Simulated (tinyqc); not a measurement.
Worked calculation: power iteration on a symmetric matrix. Computed by tinyqc, a small Python program that keeps every step. Settings: method = power, shift = 0.08. Command: `OMP_NUM_THREADS=1 python tinyqc.py 28093 28094 out.jsonl` (the two numbers bound the seeds that draw the settings). One thread of a shared host (Intel(R) Xeon(R) Processor @ 2.60GHz), about 0.01 s of CPU time with the checks.

A, lower triangle:
```
           1          2          3         4          5         6
1   0.326000
2   0.021000   1.793000
3  -1.363000  -0.389000   2.732000
4   0.285000   0.375000   0.113000  4.045000
5  -0.191000  -0.833000   0.400000  0.216000   4.739000
6  -0.084000   1.050000  -0.842000  0.955000  -0.344000  5.622000
```

Stop when the residual |A v - lambda v| is below 1e-9.

Steps:
```
step      lambda  residual
1     5.53467677  1.12e+00
2     5.92468614  9.08e-01
3     6.18854037  7.99e-01
4     6.37993070  6.66e-01
5     6.50609487  5.29e-01
6     6.58313845  4.07e-01
7     6.62790412  3.08e-01
8     6.65315006  2.30e-01
9     6.66714546  1.71e-01
10    6.67482966  1.26e-01
11    6.67902626  9.32e-02
12    6.68131146  6.87e-02
13    6.68255386  5.06e-02
14    6.68322872  3.73e-02
15    6.68359513  2.75e-02
16    6.68379401  2.03e-02
17    6.68390195  1.49e-02
18    6.68396052  1.10e-02
19    6.68399231  8.10e-03
20    6.68400956  5.97e-03
21    6.68401892  4.39e-03
22    6.68402400  3.24e-03
23    6.68402675  2.38e-03
24    6.68402825  1.76e-03
25    6.68402906  1.29e-03
26    6.68402950  9.53e-04
27    6.68402974  7.02e-04
28    6.68402987  5.17e-04
29    6.68402994  3.81e-04
30    6.68402998  2.81e-04
```

Can the last value be used, and what does the course show?

Not by the stop rule, although the second column moves by less than 1e-06 over the last three steps. Not converged in 30 steps: the residual falls only by the ratio of the two largest distances of eigenvalues from the shift, 0.74 a step. all eigenvalues, for comparison: -0.358380  1.349041  3.028652  3.608910  4.944747  6.684030.
